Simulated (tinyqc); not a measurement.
Sheet resistance of a shallow doped layer with concentration-dependent mobility and limited activation: one step, computed by the program tinyqc.

A layer of one dopant lies in a background of the opposite type. Current flows parallel to the surface down to the junction; depletion is ignored.

Task: Sheet resistance. C(x) = C_s erfc(x/l). Active density N = min(C, C_a); carriers n = N - C_B; mobility mu = mu_min + (mu_max - mu_min)/(1 + ((N + C_B)/N_r)^alpha). Integrals from 0 to x_j, where C = C_B (Gauss-Legendre, 60 points on each smooth piece; 1 nm = 1e-7 cm): dose int C dx, carriers int n dx, mean mobility int n mu dx/int n dx, R_s = 1/(e int n mu dx).

Inputs (values chosen for the exercise, modelled on boron in silicon):

| quantity | value | unit |
|---|---|---|
| surface concentration C_s | 1.9e+20 | 1/cm^3 |
| length l | 18 | nm |
| background C_B | 2e+18 | 1/cm^3 |
| mobility floor mu_min | 49.4 | cm^2/(V s) |
| mobility mu_max | 464 | cm^2/(V s) |
| reference density N_r | 1.68e+17 | 1/cm^3 |
| exponent alpha | 0.691 | - |
| anneal temperature T | 850 | C |

Profile: erfc.

active limit C_a = 4.187785e+19 1/cm^3

Constants: e = 1.602176634e-19 C.

Give: chemical dose; sheet carrier density; mean mobility; sheet resistance R_s; carriers per dopant atom; product R_s x_j.

Result:

chemical dose = 1.921e+14 1/cm^2

sheet carrier density = 8.375e+13 1/cm^2

mean mobility = 59.40 cm^2/(V s)

sheet resistance R_s = 1255 ohm/square

carriers per dopant atom = 0.4359

product R_s x_j = 40854 ohm nm
